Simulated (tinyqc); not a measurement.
Five-level k.p model folded onto the conduction band: sweeps and comparisons. A value that a table varies takes the place of the one given here.

For k along z and one spin sector the level c couples to four states. With c0 = hbar^2/2m0, P = sqrt(Ep c0), P2 = sqrt(Ep2 c0): diagonal Eg + (1 + Cm) c0 k^2 for c, and 0, -Dso, E7 + D2, E7 for lh, so, G8 up, G7 up (their own dispersion is left out); couplings of c: sqrt(2/3) P k to lh, sqrt(1/3) P k to so, sqrt(2/3) P2 k to G8 up, sqrt(1/3) P2 k to G7 up (phases chosen real).

Expanding E = H_cc + S(E) about Eg in powers of k^2, with s_n = sum_j H_cj^2/(Eg - H_jj)^n: order k^2: e2 = (1 + Cm) c0 k^2 + s1; order k^4: e4 = -s2 e2; order k^6: e6 = s3 e2^2 + s2^2 e2.

Second-order sums for the lowest conduction level at E: 1/m = 1 + Cm + (Ep/3)(2/E + 1/(E + Dso)) - (Ep2/3)(2/(E7 + D2 - E) + 1/(E7 - E)); g/2 = 1 + Cg - (Ep/3)(1/E - 1/(E + Dso)) - (Ep2/3)(1/(E7 - E) - 1/(E7 + D2 - E)). E is counted from the top of the valence band; E = Eg at the edge.

Constants: hbar^2/2m0 = 3.80998211 eV angstrom^2.

Values chosen for the exercise (near those of InP; the results hold for these values, not for the real material):
```
symbol  value  unit  meaning
Eg      1.432  eV    gap at Gamma to the s-like level
Dso     0.109  eV    spin-orbit splitting
Ep      20.9   eV    Kane energy
E7      4.74   eV    upper Gamma7 conduction level, from the valence top
D2      0.07   eV    its spin-orbit splitting, Gamma8 above Gamma7
Ep2     3.2    eV    Kane energy to the upper levels
Cm      -1.8         remote term in 1/m
Cg      -0.02        remote term in g/2
```

## How far the series holds

Energies from Eg; Pk/Eg measures the coupling.

Levels (eV):
```
k (1/angstrom)  Pk/Eg  to k^2   to k^4   to k^6   exact
0.0241          0.150  0.0277   0.0270   0.0271  0.0271
0.0550          0.343  0.1440   0.1274   0.1309  0.1302
0.0860          0.536  0.3521   0.2528   0.3038  0.2844
0.1169          0.728  0.6507   0.3115   0.6330  0.4642
0.1479          0.922  1.0415   0.1724   1.4910  0.6552
0.1788          1.114  1.5222  -0.3343   3.7822  0.8471
0.2098          1.307  2.0957  -1.4233   9.3203  1.0351
0.2407          1.500  2.7585  -3.3384  21.1622  1.2139
```

What does this show, and why?

Within 2 % of the exact level stay: the k^2 term in no row, the sum to k^4 up to Pk/Eg = 0.15, the sum to k^6 up to Pk/Eg = 0.34. In the last row the errors are +1545, -4552 and +19948 meV: higher orders make it worse, since the series in k^2 converges only for Pk below about Eg/2 in the two-level limit E = Eg/2 + sqrt(Eg^2/4 + P^2 k^2).

## Mass and g factor above the band edge

The sums are evaluated at E = Eg + dE, as is done for confined or hot electrons.

Results:
```
dE (meV)    m(E)   g(E)  m(E)/m(Eg)  1 + dE/Eg
0         0.0800  1.258      1.0000     1.0000
20        0.0813  1.276      1.0161     1.0140
50        0.0832  1.302      1.0404     1.0349
100       0.0865  1.342      1.0813     1.0698
150       0.0899  1.378      1.1229     1.1047
200       0.0932  1.410      1.1652     1.1397
300       0.1002  1.468      1.2521     1.2095
```

What can be read from the table?

Over 300 meV the mass grows by 25.2 %, against 20.9 % for two levels alone, and g moves from 1.258 to 1.468, towards the free value 2.

## Six materials (three-level Kane formulas for mass and g factor)

1/m = 1 + (Ep/3)(2/Eg + 1/(Eg + Dso)), g = 2 - (2 Ep/3)(1/Eg - 1/(Eg + Dso)). The inputs are values chosen for the exercise.

Results:
```
case         Eg (eV)  Dso (eV)  Ep (eV)  m (m0)       g   Eg/Ep
A near GaSb    0.803     0.746     27.3  0.0339  -8.915  0.0294
B near InP     1.410     0.108     20.5  0.0658   1.310  0.0688
C near Ge      0.910     0.294     26.1  0.0366  -2.669  0.0349
D near CdTe    1.586     0.913     18.8  0.0876  -0.887  0.0844
E near GaAs    1.499     0.347     25.2  0.0597  -0.107  0.0595
F near ZnSe    2.848     0.396     23.7  0.1113   1.323  0.1202
```

What can be read from the table?

The mass follows the gap: m/(Eg/Ep) lies between 0.93 and 1.15, while m itself spans a factor of 3.3. The order by mass differs from the order by gap. g is negative for A, C, D and E; it needs Ep Dso > 3 Eg (Eg + Dso). Where g is small, two larger terms cancel: 5 % in Ep moves g by (2 - g)/20, and the levels left out move it by tenths. Remote bands, left out here, make real masses heavier, by up to a half in the wider-gap crystals. All rows are for the Gamma valley, which is not the lowest one in GaP and Ge.

## What each parameter does

Mass and g at E = Eg. Each row changes one parameter from the base and keeps the others.

Results:
```
case            m (m0)       g
base           0.08002  1.2584
Eg = 1.575 eV  0.08939  1.3728
Dso = 0.12 eV  0.08023  1.1943
Ep = 18.81 eV  0.09032  1.3272
E7 = 4.266 eV  0.08104  1.2536
D2 = 0.063 eV  0.08003  1.2597
Ep2 = 2.88 eV  0.07941  1.2597
```

How do the results move?

The largest shifts from the base row, up to three for each result and ties (the steps differ in size, so this ranks the rows, not the parameters). m (m0): Ep +0.01030, Eg +0.00937, E7 +0.00102. g: Eg +0.1144, Ep +0.0688, Dso -0.0641.

Run: tinyqc, `OMP_NUM_THREADS=1 python tinyqc.py 1051528 1051529 out.jsonl`; Intel(R) Xeon(R) Processor @ 2.30GHz, one thread, shared host; about 0.01 s of CPU time with all checks.
